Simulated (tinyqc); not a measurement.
Internal photoemission over an interface barrier: threshold and yield against field.

Electrons are excited from the valence band of a semiconductor over the barrier Phi(F) = P0 - sqrt(q F/(4 pi eps0 ei)), whose top lies at xm = sqrt(q/(16 pi eps0 ei F)). The yield is Y = A (hv - Phi)^p exp(-xm/l), with A = 1 here.

The yield is taken at hv = 3.12 eV.

Parameters, values chosen for the exercise; dielectric values close to those of hafnium oxide: barrier at zero field P0 = 2.82 eV; image-force permittivity ei = 4.24; exponent of the yield p = 3; scattering length in the image well l = 3.3 nm.

Constants: q = 1.602176634e-19 C, eps0 = 8.8541878128e-14 F/cm where lengths are in cm. Results are converted to the units shown.

Threshold and yield against field:
```
F (MV/cm),sqrt(F) ((MV/cm)^0.5),Phi (eV),xm (nm),Y
0.1,0.31623,2.7617,2.9138,0.019019
0.19,0.43589,2.7397,2.1139,0.028992
0.35,0.59161,2.7110,1.5575,0.042685
0.64,0.80000,2.6726,1.1518,0.063182
1.2,1.0954,2.6181,0.84115,0.097969
2.1,1.4491,2.5529,0.63585,0.15038
3.9,1.9748,2.4561,0.46658,0.25408
7.2,2.6833,2.3255,0.34340,0.45193
```

Phi is linear in sqrt(F) with slope -0.184 eV and intercept P0 = 2.82 eV. The yield grows by a factor of 23.8, of which 2.18 comes from less scattering, as xm shrinks from 2.91 to 0.343 nm, and the rest from the lower barrier. For F = 7.2 xm is within about two atomic layers of the interface, where the classical image potential fails.

Computed by the program tinyqc: `OMP_NUM_THREADS=1 python tinyqc.py 2410041 2410042 out.jsonl`, one thread of a shared Intel Xeon 2.30GHz, about 0.01 s for the whole run.
